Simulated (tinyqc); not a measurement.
# Pair-potential crystal by lattice sums, step by step

A worked calculation. Computed by tinyqc, a small Python program that keeps every step. Command: `OMP_NUM_THREADS=1 python tinyqc.py 3008932 3008933 out.jsonl pairsum walk`. One thread of a shared host (Intel(R) Xeon(R) Processor @ 2.30GHz), about 0.01 s of CPU time with the checks. Intermediate numbers are printed to about 6 digits and carried at full precision; extremes and crossings named in words are read from the listed rows.

Energy per atom E = (1/2) sum over neighbours of phi(r); d is the nearest-neighbour distance.

Inputs (values chosen for the exercise, for model atoms):
```
quantity                       value      unit
well depth eps                 0.053        eV
pair minimum r0                 3.58  angstrom
cut-off r_c/r0                  2.64         -
trial neighbour distance d/r0  0.972         -
stiffness alpha r0               6.6         -
```

Potential: Morse. Structure: hcp.

Constants: 1 eV/angstrom^3 = 160.2176634 GPa.

## Shell sums at the trial distance

phi0(r) = eps [exp(-2 alpha (r - r0)) - 2 exp(-alpha (r - r0))]; shifted-force cut-off: phi(r) = phi0(r) - phi0(r_c) - (r - r_c) phi0'(r_c) for r < r_c, zero beyond. Shells (distance in units of d, count): fcc 1.0000 (12), 1.4142 (6), 1.7321 (24), 2.0000 (12), 2.2361 (24), 2.4495 (8), 2.6458 (48), 2.8284 (6), 3.0000 (36), 3.1623 (24); hcp 1.0000 (12), 1.4142 (6), 1.6330 (2), 1.7321 (18), 1.9149 (12), 2.0000 (6), 2.2361 (12), 2.3805 (12), 2.4495 (6), 2.5166 (6), 2.5820 (12), 2.6458 (24), 2.7080 (6), 2.8868 (12), 3.0000 (12), 3.1091 (24), 3.1623 (12); bcc 1.0000 (8), 1.1547 (6), 1.6330 (12), 1.9149 (24), 2.0000 (8), 2.3094 (6), 2.5166 (24), 2.5820 (24), 2.8284 (24), 3.0000 (32); sc 1.0000 (6), 1.4142 (12), 1.7321 (8), 2.0000 (6), 2.2361 (24), 2.4495 (24), 2.8284 (12), 3.0000 (30), 3.1623 (24); diamond 1.0000 (4), 1.6330 (12), 1.9149 (12), 2.3094 (6), 2.5166 (12), 2.8284 (24), 3.0000 (16). Volumes per atom in d^3: fcc 0.70711, hcp 0.70711, bcc 0.76980, sc 1.00000, diamond 1.53960; hcp has the ideal c/a. Every shell inside the cut-off is summed. List each shell within the cut-off.

Shells:
```
shell  count  r (angstrom)    phi (eV)  phi' (eV/angstrom)  phi'' (eV/angstrom^2)
1         12       3.47976  -0.0507910          -0.0477209               0.609336
2          6       4.92112  -0.0085469           0.0150937              -0.025269
3          2       5.68242  -0.0021582           0.0039639              -0.007160
4         18       6.02712  -0.0011423           0.0021187              -0.003870
5         12       6.66323  -0.0003468           0.0006581              -0.001216
6          6       6.95952  -0.0001967           0.0003801              -0.000706
7         12       7.78098  -0.0000373           0.0000807              -0.000156
8         12       8.28349  -0.0000115           0.0000296              -0.000062
9          6       8.52364  -0.0000060           0.0000176              -0.000040
10         6       8.75720  -0.0000028           0.0000101              -0.000026
11        12       8.98470  -0.0000011           0.0000053              -0.000017
12        24       9.20658  -0.0000003           0.0000022              -0.000011
13         6       9.42323   0.0000000           0.0000002              -0.000008
```

## Energy and virial pressure

E = (1/2) sum count x phi; P = -(1/(6 Omega)) sum count x r phi', Omega = 0.707107 d^3.

energy at the trial distance = -0.345825 eV/atom

pressure at the trial distance = 1.06710 GPa

The pressure is positive, so the lattice wants to expand.

## Equilibrium

Equilibrium: dE/dd = 0 at the lowest minimum with d between 0.78 r0 and 1.45 r0; B = d^2 E''(d)/(9 Omega). Unrelaxed vacancy: removing an atom breaks its bonds (2|E|) and placing it on the surface returns |E|, so E_v = |E|.

equilibrium distance d = 3.53966 angstrom

energy per atom = -0.350674 eV

bulk modulus B = 17.1840 GPa

unrelaxed vacancy energy = 0.350674 eV

d is 1.1 % shorter than r0, because further shells pull and the first shell must push back.

## Ranking of structures

The formulas are those given above.

Each structure at its own equilibrium:
```
structure  neighbours  d (angstrom)  E (eV/atom)  volume (angstrom^3)  B (GPa)
fcc                12       3.53971    -0.350608              31.3609  17.1787
hcp                12       3.53966    -0.350674              31.3594  17.1840
bcc                 8       3.46478    -0.331545              32.0187  15.8847
sc                  6       3.47666    -0.209339              42.0231   7.5960
diamond             4       3.53148    -0.117889              67.8074   2.6601
```

The order is hcp < fcc < bcc < sc < diamond; hcp lies 0.065 meV below fcc. fcc (-0.350608 eV) and hcp (-0.350674 eV) share two shells and differ from the third on. Pair forces reward the number of bonds: diamond reaches only 34 % of the best binding. Caution: each structure is relaxed in d alone and may be unstable against shear; the tiny fcc-hcp difference depends on the cut-off.

Checks made by the program: virial pressure against -dE/dV (relative difference 2e-08).
